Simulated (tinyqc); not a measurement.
Three-level Kane dispersion of a narrow-gap semiconductor: sweeps and comparisons. A value that a table varies takes the place of the one given here.

Zero of energy at Gamma8, c = hbar^2/2m0, P^2 = Ep c. The free-electron term and remote bands are left out, so the heavy holes are flat at E = 0 and the other three bands obey E (E - Eg)(E + Dso) = P^2 k^2 (E + 2 Dso/3). The conduction band is the highest root; its edge is Ec = max(Eg, 0).

Degenerate electrons at T = 0: kF = (3 pi^2 n)^(1/3), 1 cm^-3 = 1e-24 angstrom^-3; EF is the highest root at kF. The momentum (cyclotron, optical) mass is m(E) = hbar^2 k/(dE/dk) = c d(k^2)/dE with d(k^2)/dE = k^2 [1/E + 1/(E - Eg) + 1/(E + Dso) - 1/(E + 2 Dso/3)]; the density of states is k d(k^2)/dE/(2 pi^2).

Edge mass m0* = Eg (Eg + Dso)/(Ep (Eg + 2 Dso/3)).
Constants: hbar^2/2m0 = 3.80998211 eV angstrom^2.

Inputs chosen for the exercise (a narrow-gap II-VI alloy; shifted at random, so the results belong to these values and not to a real crystal):
```
symbol  value    unit        meaning
Eg      0.187    eV          E(Gamma6) - E(Gamma8)
Dso     0.97     eV          spin-orbit splitting
Ep      19.4     eV          Kane energy
k       0.014    1/angstrom  wave vector
n       2.3e+18  cm^-3       electron density
```

## Filling the band

n from 1e15 to 1e19 cm^-3. The last column is the local power d ln(EF - Ec)/d ln n = kF^2/(1.5 (EF - Ec) d(k^2)/dE).

Results:
```
n (cm^-3)  kF (1/angstrom)  EF - Ec (meV)  parabolic (meV)   m(EF)  m(EF)/m0*  power
1.0e+15            0.00309            2.7              2.7  0.0137       1.03  0.658
1.0e+16            0.00667           11.9             12.7  0.0150       1.12  0.631
3.0e+16            0.00961           23.6             26.3  0.0165       1.23  0.604
1.0e+17            0.01436           47.5             58.7  0.0196       1.47  0.561
3.0e+17            0.02071           85.9            122.2  0.0245       1.83  0.517
1.0e+18            0.03094          155.6            272.6  0.0332       2.48  0.471
3.0e+18            0.04462          256.1            567.0  0.0451       3.37  0.437
1.0e+19            0.06665          426.1           1265.2  0.0646       4.83  0.410
```

What can be read from the table?

The power falls from 0.658 to 0.410: 2/3 marks a parabola, 1/3 a linear band. The parabola is within 10 % up to n = 1.0e+16 cm^-3. The mass has doubled by n = 1.0e+18 cm^-3 and ends at 4.8 times its edge value.

## Closing and inverting the gap

Eg is varied at fixed k, Dso and Ep. Edge mass: Eg (Eg + Dso)/(Ep (Eg + 2 Dso/3)) for Eg > 0, 3 |Eg|/(2 Ep) for Eg < 0. The Gamma6 weight of the conduction state is 1/(1 + P^2 k^2 [(2/3)/E^2 + (1/3)/(E + Dso)^2]).

Results:
```
Eg (eV)      m0*  highest root (eV)  middle (eV)  lowest (eV)  E - Ec (meV)  Gamma6 weight
-0.300   0.02320             0.0297      -0.3225      -0.9772          29.7          0.084
-0.150   0.01160             0.0496      -0.1937      -0.9759          49.6          0.203
-0.060   0.00464             0.0744      -0.1291      -0.9753          74.4          0.364
-0.015   0.00116             0.0932      -0.1031      -0.9751          93.2          0.472
0.015    0.00115             0.1085      -0.0886      -0.9749          93.5          0.548
0.060    0.00451             0.1356      -0.0709      -0.9747          75.6          0.654
0.150    0.01087             0.2019      -0.0476      -0.9743          51.9          0.806
0.300    0.02075             0.3327      -0.0289      -0.9738          32.7          0.917
```

How do the results move?

The edge mass vanishes with |Eg| from both sides, yet the kinetic energy at this k stays finite, at most 93.5 meV in the table; at Eg = 0 the two-level form, without the split-off band, gives the linear value sqrt(2/3) P k = 98.3 meV. The Gamma6 weight of the conduction state goes smoothly from 0.08 to 0.92 and is 0.47 and 0.55 in the two rows next to Eg = 0: at finite k nothing jumps at the inversion.

## What each parameter does

Edge mass, EF - Ec and m(EF). Each row changes one parameter from the base and keeps the others.

Results:
```
case               m0* (m0)  EF - Ec (meV)  m(EF) (m0)
base                0.01338         227.78     0.04181
n = 4.6e+18 cm^-3   0.01338         308.03     0.05117
Eg = 0.215 eV       0.01524         218.73     0.04234
Dso = 1.1155 eV     0.01349         225.90     0.04218
Ep = 16.49 eV       0.01574         204.20     0.04590
```

What does this show?

The largest shifts from the base row, up to three for each result and ties (the steps differ in size, so this ranks the rows, not the parameters). m0* (m0): Ep +0.00236, Eg +0.00186, Dso +0.00011; unchanged at the printed digits by n. EF - Ec (meV): n +80.24, Ep -23.58, Eg -9.05. m(EF) (m0): n +0.00935, Ep +0.00409, Eg +0.00053.

Run: tinyqc, `OMP_NUM_THREADS=1 python tinyqc.py 1050895 1050896 out.jsonl`; Intel(R) Xeon(R) Processor @ 2.30GHz, one thread, shared host; about 0.01 s of CPU time with all checks.
